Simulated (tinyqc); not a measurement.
Inside a calculation: Wannier function of the lower band of a two-orbital chain. Values are carried at full precision from step to step, so a last printed digit may differ when a step is redone from the rounded ones.

H(k) = [[-d/2 - 2 ta cos k, -t1 - t2 exp(-ik)], [-t1 - t2 exp(ik), d/2 - 2 tb cos k]], k in 1/a, Bloch sums with exp(ikR) and without the positions inside the cell. Mesh k_j = 2 pi j/N. Projection gauge: each lower eigenvector u is multiplied by the phase that makes <trial|u> real and positive (the one-band case of Loewdin orthogonalisation). Wannier amplitudes w(R) = (1/N) sum_k exp(ikR) u(k); hoppings H(R) = (1/N) sum_k exp(-ikR) E(k).

Inputs chosen for the exercise: d = 0.85 eV (A at -d/2, B at +d/2); t1 = 1.36 eV (A-B in the cell); t2 = 1 eV (B to A of the next cell); ta = 0.38 eV (A-A between cells); tb = 0.09 eV (B-B between cells); N = 5 (k points); th = 30 degrees (trial orbital cos(th) A + sin(th) B in cell 0); xb = 0.64 a (position of B (A at 0)); a = 5.2 angstrom (period); kq = 2.8 1/a (point off the mesh).

## Bloch states in the projection gauge

Diagonalise at each mesh point and fix the phase.

Mesh:
```
j  E lower (eV)  E upper (eV)               u_A               u_B  |<trial|u>|
0       -2.9359        1.9959           0.80310           0.59584       0.9934
1       -2.1339        1.8435  0.78357-0.12410i  0.56957+0.21495i       0.9634
2       -0.4476        1.2081  0.76009-0.19302i  0.52272+0.33432i       0.9196
3       -0.4476        1.2081  0.76009+0.19302i  0.52272-0.33432i       0.9196
4       -2.1339        1.8435  0.78357+0.12410i  0.56957-0.21495i       0.9634
```

The projection is smallest at j = 2 and 3 (0.9196); the gauge is smooth as long as it stays away from zero.

## The Wannier function

w(R) = (1/N) sum_j exp(2 pi i j R/N) u_j, for the N cells nearest the origin; it is real.

Amplitudes:
```
R      on A     on B
-2   0.0453  -0.0772
-1  -0.0811   0.1808
0    0.7781   0.5561
1    0.1041  -0.1400
2   -0.0432   0.0761
```

norm = 1.0000

Cell 0 holds 91.5 % of the weight.

## Centre and spread in real space

Point-like orbitals at R (A) and R + xb (B): centre <x>, spread <x^2> - <x>^2.

centre in units of a = 0.229
centre in angstrom = 1.193
spread = 5.826 angstrom^2

## The same from overlaps (Marzari-Vanderbilt)

b = 2 pi/N; M_j = u_j^+ diag(1, exp(-i b xb)) u_(j+1), with u_N = u_0. Centre = -(1/2 pi) sum arg M_j; gauge-invariant part Omega_I = (1/(N b^2)) sum (1 - |M_j|^2); gauge-dependent part Omega_D = (1/(N b^2)) sum (arg M_j + b centre)^2.

Overlaps:
```
j   |M_j|  arg M_j (rad)
0  0.9904        -0.2607
1  0.9702        -0.2809
2  0.4060        -0.1616
3  0.9702        -0.2809
4  0.9904        -0.2607
```

centre from overlaps = 0.198 a
Omega_I = 0.1255 a^2
Omega_D = 0.0013 a^2

The centre is the Berry phase over 2 pi and does not depend on the trial orbital (modulo a). Omega_D is 1.0 % of the total; in one dimension a gauge that spreads the phase evenly removes it. The total is 0.1268 a^2, against 0.2285 a^2 (centre 0.230 a) in real space on 96 cells. The overlaps are finite differences in k, which are coarse on this mesh, and the function does not fit into N cells.

## Hoppings and interpolation

H(R) = (1/N) sum_j E_j cos(2 pi j R/N) for R = 0 to N/2. Interpolation: E(k) = H(0) + 2 sum H(R) cos(kR), the term R = N/2 of an even mesh counted once.

H(0), H(1), ... (eV): -1.6198  -0.7061  0.0480

interpolated E(kq) = -0.2147 eV

The exact value is -0.1137 eV; the interpolation is off by -100.9 meV. Though the chain has short hoppings, the single band has longer ones, made by paths through the other orbital, which the tails of the Wannier function carry.

## Checks

- Centre from overlaps against the real-space centre on 200 points: both 0.2297.
- Omega_I + Omega_D against the real-space spread on 200 points: 0.228 against 0.229.

tinyqc: `OMP_NUM_THREADS=1 python tinyqc.py 1482095 1482096 out.jsonl`; about 0.1 s, one thread, shared Intel(R) Xeon(R) Processor @ 2.30GHz.
